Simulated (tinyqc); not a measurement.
Nanosheet or nanowire with hard walls, valleys of the Ge type, step by step. Values are carried at full precision from step to step, so a last printed digit may differ when a step is redone from the rounded ones.

Four ellipsoidal valleys along <111>: inverse mass tensor w = 1/mt + (1/ml - 1/mt) a a^T with a the unit axis. Device axes: x along the channel, z = [001], y = z x x. The Gamma and Delta valleys are left out; the heavy Delta valleys, about 0.18 eV up, lie lowest once the L levels pass about 0.2 eV.

Constants: hbar^2/2m0 = 3.80998211 eV angstrom^2; hbar = 6.58211957e-16 eV s; e^2/h = 3.874045865e-05 S; kB = 8.617333262e-05 eV/K.

Inputs chosen for the exercise (near those of Ge; shifted at random, so the results belong to these values and not to a real crystal):
```
symbol   value  unit      meaning
ml       1.568  m0        longitudinal mass
mt       0.082  m0        transverse mass
channel  110              transport direction x on a (001) wafer
W        70     angstrom  width, along y
H        32     angstrom  height, along z = [001]
dE       0.195  eV        EF above the lowest subband edge
T        350    K         temperature
g_all    4                number of valleys
```

## Valley masses for a [110] channel

Rotate w into the device axes and group equal valleys (|w_yz| counts); order by w_zz, then w_yy. 1/m_x = w_xx - w_xc w_c^-1 w_cx with c the block (y, z).

Valleys:
```
group  valleys g     w_yy    w_zz  |w_yz|  m_x (m0)
A              2   4.4902  8.3427  5.4482    0.0820
B              2  12.1951  8.3427  0.0000    1.0727
```

The lightest transport mass, 0.082 m0, belongs to group A.

## One-dimensional subbands

Hard walls around a W x H rectangle. The block w_c of w in (y, z) confines; the transport mass follows from 1/m_x = w_xx - w_xc w_c^-1 w_cx. The cross-section problem c (w_yy ky^2 + 2 w_yz ky kz + w_zz kz^2), c = hbar^2/2m0, is solved in products sin(n pi y/W) sin(l pi z/H), n, l = 1 to 12; if w_yz = 0 the levels are c pi^2 (w_yy n^2/W^2 + w_zz l^2/H^2). The w_yz term couples (n, l) to (n', l') by -2 c w_yz D_nn'(W) D_ll'(H) with D_nm(L) = 4 n m/(L (n^2 - m^2)) for n + m odd and 0 otherwise.

The ten lowest levels of all groups together, numbered within each group.

Subbands:
```
label  valleys g  m_x (m0)  E (eV)
A1             2    0.0820  0.3162
A2             2    0.0820  0.3454
A3             2    0.0820  0.3934
B1             2    1.0727  0.3999
A4             2    0.0820  0.4590
A5             2    0.0820  0.5403
A6             2    0.0820  0.6350
B2             2    1.0727  0.6807
A7             2    0.0820  0.7401
A8             2    0.0820  0.8546
```

The lowest subband is A1; the number of further ones in the list within kB T = 30.2 meV of it at 350 K is 1.

## Modes, density and velocity at zero temperature

With EF = E_lowest + dE, each subband below EF has k_F = sqrt(m_x (EF - E)/c), carries n = 2 g k_F/pi electrons per length (spin included), moves at v = 2 c k_F/(hbar m_x) and adds 2 g e^2/h to the ballistic conductance; c = hbar^2/2m0, 1 angstrom/s = 1e-8 cm/s.

Occupied subbands:
```
label  k_F (1/angstrom)  n (1/nm)  v (1e7 cm/s)
A1               0.0648     0.825          9.15
A2               0.0597     0.761          8.43
A3               0.0503     0.641          7.11
B1               0.1770     2.253          1.91
A4               0.0335     0.427          4.73
```

total n = 4.906 1/nm
ballistic conductance = 774.8 microsiemens

EF lies below the last listed level, so the count is complete for these valleys (other families, and non-parabolicity above about 0.2 eV, are left out): 5 subbands with 10 valley modes. The Fermi velocity, averaged with the densities as weights, is 5.06 x 1e7 cm/s; the mean over all filled states moving one way is half of it.

## Threshold shift from confinement

Without degeneracy the line density is N1 exp((EF - Ec)/kB T) with N1 = sum 2 g sqrt(m_x kB T/(4 pi c)) exp(-E/kB T), here over n, l up to 80 where w_yz = 0 and over all levels of a 12 x 12 sine basis otherwise; the classical value is W H Nc with Nc = 2 g_all (m_dos kB T/(4 pi c))^(3/2), m_dos = (ml mt^2)^(1/3); dVt = kB T ln(W H Nc/N1).

Form N1, W H Nc and dVt.

N1 = 1.362e-05 1/nm
W H Nc = 0.2909 1/nm
dVt = 300.7 mV

## Checks

- Lowest level of group A on a 40 x 40 difference grid against the sine basis, eV: both 0.316.

Program tinyqc; command `OMP_NUM_THREADS=1 python tinyqc.py 1251161 1251162 out.jsonl`; about 0.1 s on one thread of a shared Intel(R) Xeon(R) Processor @ 2.30GHz.
